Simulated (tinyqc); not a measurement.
Stepped quantum well by finite differences, step by step. Values are carried at full precision from step to step, so a last printed digit may differ when a step is redone from the rounded ones.

Finite differences on points z_i at the centres of cells of width h: H_ii = (c/h^2)(1/m_(i-1/2) + 1/m_(i+1/2)) + V_i, H_(i,i+1) = -(c/h^2)/m_(i+1/2), where m_(i+1/2) is the mean of the masses at the two points (the end values are repeated outwards), psi = 0 on the points beyond both ends, c = hbar^2/2m0. The field adds e F (z - z0) with z0 the middle of the structure; 1 kV/cm = 1e-5 eV/angstrom.

Constants: hbar^2/2m0 = 3.80998211 eV angstrom^2.

Values chosen for the exercise (near those of a non-polar GaN well in AlGaN; shifted at random, so the results belong to these values and not to a real crystal): layers = ((30, 0.735, 0.259), (20, 0, 0.192), (30, 0.301, 0.2195), (30, 0.735, 0.259)) (each layer: thickness in angstrom, band edge in eV, mass in m0); F = 0 kV/cm (field along z); h = 10 angstrom (cell width of the coarse grid); hf = 0.625 angstrom (cell width of the fine grid).

## The coarse grid

List the points, the potential with the field, and the masses.

Grid:
```
i   z (angstrom)  V (eV)  m (m0)
1            5.0  0.7350  0.2590
2           15.0  0.7350  0.2590
3           25.0  0.7350  0.2590
4           35.0  0.0000  0.1920
5           45.0  0.0000  0.1920
6           55.0  0.3010  0.2195
7           65.0  0.3010  0.2195
8           75.0  0.3010  0.2195
9           85.0  0.7350  0.2590
10          95.0  0.7350  0.2590
11         105.0  0.7350  0.2590
```

## The tridiagonal Hamiltonian

Form the diagonal and the neighbouring elements; V in the grid already includes the field.

diagonal H_ii (eV): [1.0292, 1.0292, 1.0511, 0.3674, 0.3836, 0.6598, 0.6482, 0.6338, 1.0414, 1.0292, 1.0292]

H_(i,i+1) (eV): [-0.1471, -0.1471, -0.1690, -0.1984, -0.1852, -0.1736, -0.1736, -0.1592, -0.1471, -0.1471]

## Lowest levels on the coarse grid

Diagonalise the symmetric tridiagonal matrix; give the three lowest levels and the weights u_i^2 (sum 1) of the two lowest.

levels (eV): [0.1244, 0.3785, 0.4945]

weights on the points, rows level 1, level 2:
```
[[0.000, 0.000, 0.015, 0.421, 0.478, 0.074, 0.011, 0.001, 0.000, 0.000, 0.000],
 [0.000, 0.001, 0.012, 0.170, 0.014, 0.198, 0.357, 0.233, 0.015, 0.001, 0.000]]
```

## Halving the cell width

The same with h, h/2, ..., h/32. The end points move with h, since psi vanishes half a cell beyond the structure. Richardson value (4 E(h/32) - E(h/16))/3.

Convergence:
```
cell (angstrom)  points  E1 (eV)  E2 (eV)  E1 - finest (meV)
10.0000              11  0.12437  0.37855            -30.656
5.0000               22  0.14596  0.39563             -9.065
2.5000               44  0.15268  0.40023             -2.352
1.2500               88  0.15446  0.40143             -0.567
0.6250              176  0.15492  0.40173             -0.114
0.3125              352  0.15503  0.40180              0.000
```

Richardson values of E1, E2 (eV): [0.15507, 0.40183]

The coarse grid is 30.7 meV too low in E1. The last differences between rows shrink by a factor 4.0 (4 for a pure h^2 error, 2 for one linear in h).

## Positions and dipoles on the fine grid

With h sum psi^2 = 1: <z - z0> of three levels, |z_12| and |z_13|, the mass m1 from 1/m1 = <1|1/m|1>, and f_1j = (m1/c)(E_j - E_1) z_1j^2.

levels (eV): [0.1549, 0.4017, 0.5897]

<z - z0> (angstrom): [-12.4, 7.1, -0.1]

|z_12|, |z_13| (angstrom): [6.38, 4.20]

m1 = 0.1976 m0

f_12, f_13: [0.521, 0.398]

Parity is broken, so the 1-3 transition is allowed, with 0.76 times the strength of 1-2. E2 - E1 = 246.8 meV, a wavelength of 5.0 micrometre (hc = 1239.841984 eV nm).

## Checks

- E1 at zero field on the grid h/32 against transfer matrices between the same hard ends, eV: 0.1550 against 0.1551.

tinyqc: `OMP_NUM_THREADS=1 python tinyqc.py 1251829 1251830 out.jsonl`; about 0.02 s, one thread, shared Intel(R) Xeon(R) Processor @ 2.30GHz.
